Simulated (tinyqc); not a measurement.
Capacitances against the line height.

Endless row of lines of width wl, height tl and space sl between grounded planes at distance hd; e2 fills the gaps beside the lines, e1 the rest. Laplace's equation is solved on meshes of 3, 6 and 12 steps per unit u and extrapolated (Aitken), which is good to about 0.2 %. C_even (all lines at 1 V) is the capacitance Cg to the planes; C_odd (neighbours in antiphase) = Cg + 4 Cc if only nearest neighbours couple, which defines Cc; total with quiet neighbours Cg + 2 Cc. Plate values 2 eps0 e1 wl/hd and eps0 e2 tl/sl.

Values chosen for this exercise:
```
symbol,value,unit,meaning
e1,4.2,,relative permittivity above and below the lines
e2,3.9,,relative permittivity between the lines
wl,6,u,"line width, in units u"
sl,6,u,space between lines
hd,6,u,distance to each plane
```

Constants: eps0 = 8.8541878128e-12 F/m. Results are converted to the units shown.

The same in every row: plate Cg (aF/um) = 74.4.

Capacitances against the line height:
columns A: tl (u); B: Cg (aF/um); C: Cc (aF/um); D: Cg + 2 Cc (aF/um); E: C_odd (aF/um); F: plate Cc (aF/um); G: share of coupling, 2 Cc/(Cg + 2 Cc) (%)
```
A     B     C    D    E     F     G
2   132  20.5  173  214  11.5  23.6
4   135  31.4  198  261  23.0  31.7
6   136  42.7  222  307  34.5  38.5
8   137  54.1  245  353  46.0  44.2
12  137  77.1  291  445  69.1  53.0
16  137   100  337  537  92.1  59.4
```

What does the comparison show?

As tl goes from 2 to 16, Cg rises from 132 to 137 aF/um, Cc rises from 20.5 to 100 aF/um and the share of coupling rises from 23.6 to 59.4 %. Cg is 1.78 times its plate value in the first row and 1.84 times in the last; for Cc the ratios are 1.78 and 1.09. Neighbours in antiphase raise the load by a factor of 1.24 and 1.59 over quiet ones.

tinyqc, about 0.8 s, one thread, Intel Xeon 2.30GHz (shared host): `OMP_NUM_THREADS=1 python tinyqc.py 2790131 2790132 out.jsonl`
